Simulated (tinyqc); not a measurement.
Inside a calculation: temperature and isotope dependence of a band gap in oscillator models. Values are carried at full precision from step to step, so a last printed digit may differ when a step is redone from the rounded ones.

E(T) = E0 - sum_i sl_i th_i n_i(T), n = 1/(exp(th/T) - 1). The same coupling lowers the gap at 0 K by the zero-point term ZP = sum_i sl_i th_i/2, so the gap of the static lattice is E0 + ZP. Thermal expansion is taken as part of the slopes.

Parameters, chosen for this exercise (near those of AlN; shifted at random, so the results belong to these values and not to a real crystal):
```
symbol  value             unit   meaning
E0      6.132             eV     gap at 0 K
th      (365, 966)        K      temperatures of two oscillators
sl      (0.2592, 0.5768)  meV/K  their high-temperature slopes
T       600               K      temperature
M       20.46             u      mean atomic mass
dM      1.82              u      change of the mean mass (not bounded by the natural isotopes)
T12     (690, 1310)       K      temperatures of the fits
```

## The gap at T

Give the occupations, the two terms, the gap, ZP and the static gap.

n_i: [1.19422, 0.24982]

terms (meV): [112.983, 139.199]

E(T) = 5.8798 eV
ZP = 325.90 meV
static gap = 6.4579 eV

The thermal fall, 252.2 meV, is smaller than the zero-point term, 325.9 meV; the soft oscillator supplies 45 % of the fall but 15 % of ZP. A calculation with clamped ions should be compared with the static gap.

## Slope and asymptote

dE/dT = -sum sl_i (th_i/T)^2 n_i (1 + n_i). At high T, n -> T/th - 1/2, so E -> E0 + ZP - (sum sl_i) T. Give the slope, its ratio to the limit, and the value at 0 K of the tangent drawn at T.

dE/dT = -0.7182 meV/K
ratio to the limiting slope = 0.8591
intercept of the tangent = 6.3107 eV
intercept - E0 = 178.73 meV

The tangent recovers 55 % of ZP: the extrapolation works only from T well above the higher oscillator (966 K).

## Isotope effect

With M -> M + dM the oscillator temperatures scale as M^(-1/2) and the slopes stay. Give th, ZP, E0 (static gap fixed) and E(T) for the new mass, and the linear rule dE0 = ZP dM/(2 M).

th (K): [349.77, 925.70]

ZP = 312.304 meV
shift of E0 = 13.594 meV
linear rule = 14.495 meV
shift of E(T) = 6.029 meV

The heavier crystal has the wider gap. At 600 K 44 % of the shift at 0 K is left; it fades at high T, where the motion is classical and the mean-square amplitude no longer depends on mass.

## Two common fits

Two-parameter forms are made to pass through the falls at the two temperatures T12: Varshni aV T^2/(T + bV), from the line T^2/fall = (T + bV)/aV; one oscillator s1 t1/(exp(t1/T) - 1), with t1 from the ratio of the falls.

Give the falls and the parameters.

falls (meV): [318.0691, 805.3886]

aV = 0.9780 meV/K
bV = 774 K
t1 = 739.9 K
s1 = 0.8263 meV/K
ZP of the one-oscillator fit = 305.7 meV

The limiting slope of the model is 0.8360 meV/K; Varshni puts it +17 % off and one oscillator -1 %. The ZP of the fit differs from the true one by -20.2 meV.

## Checks

- Slope by finite differences against the formula (meV/K): both 0.71818.
- Fall at 20 times the higher oscillator temperature against the asymptote (meV): 15828 against 15826.

Run: tinyqc, `OMP_NUM_THREADS=1 python tinyqc.py 1850477 1850478 out.jsonl`; Intel(R) Xeon(R) Processor @ 2.30GHz, one thread, shared host; about 0.01 s of CPU time with all checks.
